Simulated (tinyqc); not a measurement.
Band offset of a heterojunction with an interface dipole (two-band chains, self-consistent charge), step by step. Values are carried at full precision from step to step, so a last printed digit may differ when a step is redone from the rounded ones.

Sites alternate A, C. Left: A at -G1/2, C at +G1/2, hopping -t1; right: A at D - G2/2, C at D + G2/2, hopping -t2; the bonds across the two interfaces of a ring (C left to A right, C right to A left) have -sqrt(t1 t2). D is the offset of the mid-gaps, so Ev(right) - Ev(left) = D - (G2 - G1)/2 and Ec(right) - Ec(left) = D + (G2 - G1)/2. The closing bond has its sign reversed (antiperiodic ring). Half the levels are filled with two electrons each. The charge moved is q = (electrons on the left) less one a site; the mean over the two interfaces, q/2, is taken as the charge that crosses each, and its dipole opposes the offset: D = D0 - u q/2.

Values chosen for the exercise (gaps near those of SiC and SiO2; the chains and D0 are free models, so the offsets are not those of the real pair; the results hold for these values, not for the real material): G1 = 3.1 eV (gap on the left); G2 = 8.77 eV (gap on the right); t1 = 2.59 eV (hopping on the left); t2 = 2.42 eV (hopping on the right); D0 = -1.74 eV (mid-gap of the right side above that of the left, without dipole); n = 3 (cells a side in the small ring); u = 6.6 eV (potential step per electron moved across); mx = 0.3 (mixing).

## The small ring at D = D0

Fill in H.

H (eV):
```
         AL1      CL1      AL2      CL2      AL3      CL3      AR1      CR1      AR2      CR2      AR3      CR3
AL1  -1.5500  -2.5900        0        0        0        0        0        0        0        0        0   2.5036
CL1  -2.5900   1.5500  -2.5900        0        0        0        0        0        0        0        0        0
AL2        0  -2.5900  -1.5500  -2.5900        0        0        0        0        0        0        0        0
CL2        0        0  -2.5900   1.5500  -2.5900        0        0        0        0        0        0        0
AL3        0        0        0  -2.5900  -1.5500  -2.5900        0        0        0        0        0        0
CL3        0        0        0        0  -2.5900   1.5500  -2.5036        0        0        0        0        0
AR1        0        0        0        0        0  -2.5036  -6.1250  -2.4200        0        0        0        0
CR1        0        0        0        0        0        0  -2.4200   2.6450  -2.4200        0        0        0
AR2        0        0        0        0        0        0        0  -2.4200  -6.1250  -2.4200        0        0
CR2        0        0        0        0        0        0        0        0  -2.4200   2.6450  -2.4200        0
AR3        0        0        0        0        0        0        0        0        0  -2.4200  -6.1250  -2.4200
CR3   2.5036        0        0        0        0        0        0        0        0        0  -2.4200   2.6450
```

## Levels and site charges

Diagonalise, fill the lower half with two electrons each, and sum the electrons on the left (L) less one a site.

levels (eV): [-8.0623, -7.4469, -6.5959, -4.9121, -3.6721, -2.2680, 1.9710, 2.7874, 3.6945, 4.0559, 4.7722, 5.2363]

electrons on the sites: AL1 1.5216, CL1 0.5023, AL2 1.4859, CL2 0.4950, AL3 1.4712, CL3 0.4015, AR1 1.8027, CR1 0.1925, AR2 1.8114, CR2 0.1926, AR3 1.8176, CR3 0.3059

q = -0.1226 electrons

Electrons move to the right, the side whose mid-gap lies lower.

## Self-consistent offset

From here on the ring has 24 cells a side.

Start at D = D0; D(out) = D0 - u q(D)/2; D(new) = D + mx (D(out) - D); stop when |D(out) - D| < 1e-7 eV.

Iterations:
```
i      D (eV)         q  D(out) (eV)  D(out) - D
0    -1.74000  -0.12326     -1.33325       0.407
1    -1.61798  -0.11365     -1.36497       0.253
2    -1.54207  -0.10778     -1.38433       0.158
3    -1.49475  -0.10416     -1.39627      0.0985
4    -1.46521  -0.10192     -1.40367      0.0615
5    -1.44675  -0.10052     -1.40828      0.0385
6    -1.43521  -0.09965     -1.41115      0.0241
7    -1.42799  -0.09911     -1.41294      0.0150
8    -1.42348  -0.09877     -1.41407     0.00941
...       ...       ...          ...         ...
29   -1.41594  -0.09820     -1.41594    4.97e-07
30   -1.41594  -0.09820     -1.41594    3.11e-07
31   -1.41594  -0.09820     -1.41594    1.95e-07
32   -1.41594  -0.09820     -1.41594    1.22e-07
33   -1.41594  -0.09820     -1.41594    7.61e-08
```

D = -1.4159 eV

Converged at i = 33: the dipole removes 19 % of the starting offset.

## Linear response

chi = (q(+h) - q(-h))/(2h) at D = 0 with h = 0.01 eV; S = 1/(1 + u chi/2); linear estimate D = S D0.

chi = 0.06654 1/eV
S = 0.8200
linear estimate of D = -1.4267 eV

The self-consistent value is -1.4159 eV, +10.8 meV from the estimate. At D = 0 no net charge crosses: the mid-gaps are the neutrality levels of these symmetric chains.

## The line-up

Ev(right) - Ev(left) = D - (G2 - G1)/2 and Ec(right) - Ec(left) = D + (G2 - G1)/2, for D0, for the self-consistent D and for D = 0. Type I: the offsets have opposite signs; type III: one valence edge lies above the other conduction edge; else type II.

Offsets (eV):
```
case                            D  valence  conduction                 type
no dipole                  -1.740   -4.575       1.095  type I (straddling)
self-consistent            -1.416   -4.251       1.419  type I (straddling)
neutrality levels aligned   0.000   -2.835       2.835  type I (straddling)
```

The dipole shifts both offsets alike and leaves the type.

## Checks

- q at D = 0 against zero, as particle-hole symmetry demands: both 0.000000.
- q at the self-consistent D on 24 against 48 cells a side: both -0.0982.

Program tinyqc; command `OMP_NUM_THREADS=1 python tinyqc.py 1480738 1480739 out.jsonl`; about 0.4 s on one thread of a shared Intel(R) Xeon(R) Processor @ 2.30GHz.
